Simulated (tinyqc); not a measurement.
Keating valence-force model of a tetrahedral crystal: one step, computed by the program tinyqc.

Atom A sits at 0 and atom B at a/4 (1,1,1) of an fcc lattice; the four bonds from A are t = a/4 (1,1,1), a/4 (1,-1,-1), a/4 (-1,1,-1), a/4 (-1,-1,1), of length d = sqrt(3) a/4. Energy: E = (3 alpha/(8 d^2)) sum over bonds (r.r - d^2)^2 + (3 beta/(8 d^2)) sum over pairs of bonds at one atom (r_i.r_j + d^2/3)^2, with beta_A for the six pairs at A and beta_B for the six at B. The cell holds two atoms, Omega = a^3/4. 1 N/m = 1 J/m^2. With constants fitted to the elastic moduli this model puts optical and zone-boundary frequencies of real crystals too high, by up to about 20 % in elemental crystals and up to about 50 % in compounds, and mostly by more for TA modes; in compounds the lattice part of the static dielectric constant then comes out too low.

Task: Dynamical matrix at q. With displacements u exp(i q.r), each bracket changes by g.u, where g = (g_A, g_B): bond t, g = (-2 t, 2 t exp(i q.t)); pair (i, j) at A, g = (-(t_i + t_j), t_i exp(i q.t_j) + t_j exp(i q.t_i)); pair at B, g = (-t_i exp(-i q.t_j) - t_j exp(-i q.t_i), t_i + t_j). Then D_mn = sum over the 4 bonds and 12 pairs of (4 k/a^2) conj(g_m) g_n / sqrt(M_m M_n), with k = alpha or beta converted to eV/angstrom^2. Only the short-range forces enter; the Coulomb field of the charges is left out.

Inputs (values chosen for the exercise, modelled on gallium arsenide):
```
quantity               value  unit
mass M_A               69.72     u
mass M_B               74.92     u
bond stretching alpha   42.4   N/m
bond bending beta_A     9.51   N/m
bond bending beta_B     9.51   N/m
```

Structure: zinc blende.

wave vector q (2 pi/a): 0.54  0.23  0.055

Constants: 1 eV/angstrom^2 = 16.02176634 J/m^2.

Give: D(q).

Result:

D(q) (eV/(angstrom^2 u)), lower triangle (Hermitian):
```
                 A x              A y              A z             B x
A x           0.2025
A y   0.0056-0.0013i           0.1879
A z   0.0015-0.0063i   0.0010-0.0020i           0.1884
B x  -0.1105-0.0041i   0.0300+0.0061i   0.0069+0.0265i          0.1885
B y   0.0300+0.0061i  -0.1105-0.0041i   0.0023+0.0794i  0.0052+0.0012i
B z   0.0069+0.0265i   0.0023+0.0794i  -0.1105-0.0041i  0.0014+0.0058i

                B y     B z
B y          0.1748
B z  0.0009+0.0018i  0.1753
```
